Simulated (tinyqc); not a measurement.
Transparency density and B against temperature: optical gain and spontaneous emission in a bulk direct-gap semiconductor.

Parabolic bands, vertical transitions, no excitons. For each hole band j: mr = me mj/(me + mj); joint density of states J_j(E) = (mr/c)^(3/2) sqrt(E - Eg)/(2 pi^2), both spins, c = hbar^2/2m0; averaged matrix element |e.p|^2 = m0 Ep/6; alpha_j(E) = 4 pi^2 alpha_f c Ep J_j/(3 nr E) in 1/angstrom (alpha_f the fine-structure constant, listed as alpha among the constants), times 1e8 for 1/cm.

F_j(eta) = (1/Gamma(j + 1)) integral_0^infinity x^j dx/(1 + exp(x - eta)), which tends to exp(eta) for eta << 0.

Quasi-Fermi levels: n = Nc F_1/2(Fc/kT) and p = Nv F_1/2(Fv/kT), Fc counted up from the conduction edge and Fv down from the valence edge; Nc, Nv from N = 2 (m kB T/(4 pi c))^(3/2) with c = hbar^2/2m0, in 1/angstrom^3; times 1e24 for 1/cm^3, with me and (mhh^(3/2) + mlh^(3/2))^(2/3).

For band j the electron sits at Ee = (E - Eg) mr/me above its edge and the hole at Eh = (E - Eg) mr/mj; fe = 1/(1 + exp((Ee - Fc)/kT)), fh = 1/(1 + exp((Eh - Fv)/kT)); gain g = sum_j alpha_j (fe + fh - 1).

Spontaneous rate: R = integral of (nr E/(hbar c))^2/(pi^2 hbar) sum_j alpha_j fe fh dE, with alpha in 1/cm and (nr E/(hbar c))^2 in 1/cm^2 (1e16 per 1/angstrom^2); B = R/(n p); lifetime n/R.

Constants: hbar^2/2m0 = 3.80998211 eV angstrom^2; fine-structure constant alpha = 0.007297352564; kB = 8.617333262e-05 eV/K; hbar = 6.58211957e-16 eV s; hbar c = 1973.269805 eV angstrom.

Inputs chosen for the exercise (near those of InGaAs; shifted at random, so the results belong to these values and not to a real crystal): Eg = 0.766 eV (direct gap); me = 0.0426 m0 (electron mass); mhh = 0.481 m0 (heavy-hole mass); mlh = 0.0501 m0 (light-hole mass); Ep = 23.3 eV (Kane energy); nr = 3.54 (refractive index).

Eg is held fixed; B is taken at n = 1e15 1/cm^3.

Results:

| T (K) | transparency density (1/cm^3) | Fc/kT there | B (cm^3/s) |
|---|---|---|---|
| 100 | 1.46e+17 | 2.401 | 7.12e-10 |
| 150 | 2.69e+17 | 2.401 | 3.91e-10 |
| 200 | 4.14e+17 | 2.401 | 2.56e-10 |
| 250 | 5.78e+17 | 2.401 | 1.85e-10 |
| 300 | 7.60e+17 | 2.401 | 1.42e-10 |
| 350 | 9.58e+17 | 2.401 | 1.13e-10 |
| 400 | 1.17e+18 | 2.401 | 9.36e-11 |
| 500 | 1.64e+18 | 2.401 | 6.80e-11 |

Fc/kT at transparency stays at 2.401, since it depends on Nv/Nc alone, so the density goes as T^1.50. B goes as T^-1.46, against T^-1.5 for non-degenerate carriers: hot carriers spread over k and fewer pairs share a wave vector.

(tinyqc, `OMP_NUM_THREADS=1 python tinyqc.py 1680467 1680468 out.jsonl`, Intel(R) Xeon(R) Processor @ 2.30GHz, 1 thread, shared host, about 0.09 s.)
